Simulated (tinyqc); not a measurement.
# Energy and delay of logic against supply voltage: energy and delay against supply voltage

One expression serves below and above threshold: I(Vg) = Ik [ln(1 + exp((Vg - VT + dd V)/(al nf Vt)))]^al, with I_on = I(V) and I_off = I(0). Gate delay td = kd C V/I_on, clock period LD td. Per gate and cycle the switching energy is act C V^2 and the leakage energy I_off V LD td. No short-circuit current, no variation. Minima are sought above 0.09 V; below a few Vt gates no longer switch and the model has no meaning.

EDP = energy times td.

Inputs (values chosen for the exercise); values of the order met in logic technologies:
```
symbol,value,unit,meaning
T,300,K,temperature
VT,0.34,V,threshold voltage at zero drain bias
nf,1.34,,slope factor
dd,0.09,,barrier lowering per volt of supply
Ik,1.3,uA,specific current of a gate
al,1.52,,exponent of the current law
C,0.71,fF,load capacitance of a gate
kd,0.6,,delay factor
LD,30,,logic depth
act,0.02,,activity factor
```

Constants: q = 1.602176634e-19 C, kB = 1.380649e-23 J/K, Vt = kB T/q. Results are converted to the units shown.

Result of one run:
```
I_on (uA)  I_off (nA)  td (ps)  switching (aJ)  leakage (aJ)  energy (aJ)  EDP (fJ ps)
87.11           1.166    5.282           16.56        0.1996        16.76      0.08854
```

Which supply voltage V gave this result: 0.15, 0.39, 0.5, 0.97 or 1.08 V?

V = 1.08 V.

The whole series:
```
V (V)  I_on (uA)  I_off (nA)  td (ps)  switching (aJ)  leakage (aJ)  energy (aJ)  EDP (fJ ps)
0.15    0.007759      0.1047     8235          0.3195         3.881        4.200        34.59
0.27      0.2642      0.1430    435.3           1.035        0.5042        1.539       0.6702
0.39       3.170      0.1952    52.42           2.160        0.1197        2.280       0.1195
0.5        10.34      0.2596    20.59           3.550       0.08021        3.630      0.07476
0.62       21.74      0.3544    12.15           5.458       0.08010        5.539      0.06730
0.73       34.56      0.4713    8.999           7.567       0.09288        7.660      0.06893
0.85       50.71      0.6431    7.140           10.26        0.1171        10.38      0.07409
0.97       68.87      0.8774    6.000           13.36        0.1532        13.51      0.08109
1.08       87.11       1.166    5.282           16.56        0.1996        16.76      0.08854
1.2        108.6       1.590    4.707           20.45        0.2694        20.72      0.09751
```

td falls from 8240 to 4.71 ps; the energy goes from 4.20 through a minimum of 1.54 (at V = 0.27 V among the rows listed) to 20.7 aJ and the EDP goes from 34.6 through a minimum of 0.0673 (at V = 0.62 V among the rows listed) to 0.0975 fJ ps. The exact minima lie at V = 0.274 V for the energy and 0.635 V for the EDP. Going from 1.2 V to the energy minimum saves a factor of 13.5 in energy and costs a factor of 85.2 in delay. Below the minimum the leakage energy rises faster than the switching energy falls, because the clock period grows so steeply.

tinyqc, about 0.01 s, one thread, Intel Xeon 2.30GHz (shared host): `OMP_NUM_THREADS=1 python tinyqc.py 2082046 2082047 out.jsonl`
